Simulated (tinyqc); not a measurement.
# Inputs raised by 2 %, one at a time

Model: concentration-dependent dopant diffusion with charged defects and the built-in field. Computed by tinyqc, a small Python program. Command: `OMP_NUM_THREADS=1 python tinyqc.py 3015952 3015953 out.jsonl extrinsic sens`. One thread of a shared host (Intel(R) Xeon(R) Processor @ 2.30GHz), about 0.6 s of CPU time with the checks.

A constant source C_s feeds a half space. The dopant moves through neutral point defects and through charged ones, whose number grows with the majority carrier density n.

Inputs (values chosen for the exercise, modelled on antimony in silicon):
```
quantity,value,unit
neutral prefactor D0x,0.227,cm^2/s
neutral activation energy E0,3.67,eV
singly charged prefactor D01,16.5,cm^2/s
activation energy E1,4.09,eV
surface concentration C_s,2e+19,1/cm^3
junction level C_B,4.3e+16,1/cm^3
temperature T,950,C
time t,370,s
```

Field enhancement: on.

Constants: k_B = 8.617333262e-05 eV/K.

Method:
- n_i = 3.87e16 T^1.5 exp(-7014/T) per cm^3 (T in kelvin, an empirical form); each D = prefactor x exp(-E/(k_B T)); the intrinsic diffusivity D_i is their sum.
- Temperatures in kelvin are T(C) + 273.15.
- n = C/2 + sqrt(C^2/4 + n_i^2); D(C) = h [Dx + D1 (n/n_i)], h = 1 + C/sqrt(C^2 + 4 n_i^2).
- With y = x/sqrt(D_s t), u = C/C_s and q = -(D/D_s) du/dy: du/dy = -q D_s/D, dq/dy = -(y/2) q D_s/D, u(0) = 1. The surface flux q(0) is shot so that u tends to 0 (LSODA, an adaptive multistep solver, relative tolerance 1e-10). Dose Q = 2 q(0) C_s sqrt(D_s t).
- The junction lies where C = C_B.

Runs:
```
input moved,from,to,junction depth x_j (nm),dose Q (1/cm^2),enhancement D_s/D_i,junction in units of sqrt(D_s t)
base run,-,-,20.919,1.6307e+13,5.1130,2.3943
neutral prefactor D0x (cm^2/s),0.227,0.23154,20.989,1.6341e+13,5.0858,2.3986
singly charged prefactor D01 (cm^2/s),16.5,16.83,21.058,1.6435e+13,5.1402,2.3902
surface concentration C_s (1/cm^3),2e+19,2.04e+19,21.024,1.6760e+13,5.1997,2.3862
junction level C_B (1/cm^3),4.3e+16,4.386e+16,20.892,1.6307e+13,5.1130,2.3913
time t (s),370,377.4,21.127,1.6469e+13,5.1130,2.3943
```

Exponents ln(y'/y) / ln(x'/x):
```
input,junction depth x_j,dose Q,enhancement D_s/D_i,junction in units of sqrt(D_s t)
neutral prefactor D0x,0.168,0.105,-0.270,0.089
singly charged prefactor D01,0.334,0.396,0.268,-0.088
surface concentration C_s,0.253,1.383,0.849,-0.171
junction level C_B,-0.065,0.000,0.000,-0.065
time t,0.500,0.500,0.000,0.000
```

Among the inputs moved here: junction depth x_j answers most in size to time t (exponent +0.500), next to singly charged prefactor D01 (+0.334). Its exponent +0.500 in time t: a constant source keeps the profile a function of x/sqrt(t). Dose Q answers most in size to surface concentration C_s (exponent +1.383), next to time t (+0.500); its exponent is below 0.0005 for junction level C_B. Its exponent +0.500 in time t: the similarity law. Enhancement D_s/D_i answers most in size to surface concentration C_s (exponent +0.849), next to neutral prefactor D0x (-0.270); its exponent is below 0.0005 for junction level C_B, time t. Junction in units of sqrt(D_s t) answers most in size to surface concentration C_s (exponent -0.171), next to neutral prefactor D0x (+0.089); its exponent is below 0.0005 for time t.
